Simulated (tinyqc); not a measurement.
Stability and critical current from long pulses.

Inverse problem. For long pulses a magnetic tunnel junction switches at I = Ic0 [1 - ln(tp/t0)/Delta]. Find Ic0 and Delta.

Parameters, values chosen for the exercise:
- t0 = 1 ns (attempt time)

switching current for pulses of 0.0001 and 1 s (uA): 29.365626  23.397956

Answer. I is linear in ln tp: it equals Ic0 at tp = t0, and the slope is -Ic0/Delta.

Ic0 = 36.8 uA
Delta = 56.8

Computed by the program tinyqc: `OMP_NUM_THREADS=1 python tinyqc.py 2450061 2450062 out.jsonl`, one thread of a shared Intel Xeon 2.30GHz, about 0.01 s for the whole run.
